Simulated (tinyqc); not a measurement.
# Resistance of a tapered via with liner, size effect and interface: several studies

A round via whose diameter grows from db at the bottom as D(z) = db + 2 z/tan(ang). The fill, of diameter D - 2 tl, starts above the bottom liner (thickness fb tl) and has rho = rho0 (1 + ks lam/(D - 2 tl)); the sidewall liner conducts in parallel with it. The bottom liner and the interface are crossed over the full area pi db^2/4. Spreading in the lines above and below is left out.

Inputs (values chosen for the exercise); fill metal close to tungsten: diameter at the bottom db = 28 nm; height hv = 97 nm; sidewall angle ang = 85 degrees; bulk resistivity of the fill rho0 = 5.2 uohm cm; mean free path of the fill lam = 15.1 nm; size-effect factor ks = 1.1; liner on the sidewall tl = 1.9 nm; liner at the bottom over that on the sidewall fb = 0.5; resistivity of the liner rl = 450 uohm cm; interface resistivity at the bottom ri = 5.5e-13 ohm cm^2; ballistic conductance per area, about 3/(4 rho0 lam) Sb = 9.1e14 S/m^2; bulk resistivity of the second fill (close to ruthenium) rho2 = 7.58 uohm cm; its mean free path lam2 = 6.59 nm; its liner tl2 = 0.5 nm.

Each table varies one quantity; the others keep the values above.

## Via resistance against the diameter at the bottom

Slices between z0 = fb tl and hv, evaluated at their midpoints: conductance per length pi/4 [(D - 2 tl)^2/rho + (D^2 - (D - 2 tl)^2)/rl], slice resistance = slice height over that. 2000 slices. R_fill = sum of the slices; R_bottom = rl fb tl/(pi db^2/4); R_interface = ri/(pi db^2/4); ballistic (Sharvin) limit 1/(Sb pi (db - 2 tl)^2/4); ideal cylinder rho0 hv/(pi db^2/4).

Via resistance against the diameter at the bottom:
```
db (nm)	R_fill (ohm)	R_bottom (ohm)	R_interface (ohm)	R (ohm)	ballistic limit (ohm)	R over ideal cylinder	largest part
6	565.7	151.2	1.945	718.8	289.1	4.029	fill
8.3	189.8	79.01	1.017	269.8	69.09	2.895	fill
11	85.99	44.98	0.5787	131.6	26.99	2.479	fill
16	34.08	21.26	0.2735	55.62	9.400	2.217	fill
22	16.51	11.25	0.1447	27.90	4.224	2.102	fill
30	8.385	6.048	0.07781	14.51	2.038	2.033	fill
42	4.095	3.086	0.03970	7.221	0.9588	1.983	fill
58	2.082	1.618	0.02082	3.721	0.4763	1.949	fill
80	1.069	0.8505	0.01094	1.931	0.2410	1.924	fill
```

What does the table show?

R falls from 719 to 1.93 ohm. The fill is the largest part at db = 6 and in all other rows. R goes as db^(-3.02) between the first two rows and db^(-2.04) between the last two; area alone gives -2. For db = 6 the ballistic limit exceeds half of R_fill, so the diffusive model understates R.

## Via resistance against the height

Same model as above.

2000 slices.

The same in every row: R_bottom (ohm) = 6.9427; R_interface (ohm) = 0.089322; ballistic limit (ohm) = 2.3891.

Via resistance against the height:
```
hv (nm)	R_fill (ohm)	R (ohm)	R over ideal cylinder	largest part
17	2.6264	9.6585	6.7276	bottom liner
24	3.5810	10.613	5.2364	bottom liner
35	4.8990	11.931	4.0366	bottom liner
51	6.4997	13.532	3.1419	bottom liner
74	8.3171	15.349	2.4562	fill
110	10.400	17.432	1.8765	fill
150	12.033	19.065	1.5051	fill
220	13.930	20.962	1.1283	fill
```

R rises from 9.66 to 21.0 ohm. The bottom liner is the largest part at hv = 17, the fill from 74 on. The share of the two bottom terms goes from 72.8 to 33.5 %. For hv = 17, 24 the ballistic limit exceeds half of R_fill, so the diffusive model understates R.

## Two fill metals against the diameter

2000 slices. R_fill = sum of the slices; R_bottom = rl fb tl/(pi db^2/4); R_interface = ri/(pi db^2/4). The second fill has rho2, lam2 and tl2 in place of rho0, lam and tl.

Two fill metals against the diameter:
```
db (nm)	R, first fill (ohm)	R, second fill (ohm)	ratio second/first
6	718.8	198.9	0.2767
8.5	253.0	102.7	0.4060
12	107.0	54.35	0.5082
17	48.67	28.73	0.5902
24	23.19	15.24	0.6572
35	10.53	7.557	0.7178
49	5.258	4.007	0.7621
70	2.534	2.028	0.8001
100	1.227	1.018	0.8298
```

The ratio goes from 0.277 to 0.830. The second fill gives the lower R in every row.

Computed by the program tinyqc: `OMP_NUM_THREADS=1 python tinyqc.py 2750087 2750088 out.jsonl`, one thread of a shared Intel Xeon 2.30GHz, about 0.01 s for the whole run.
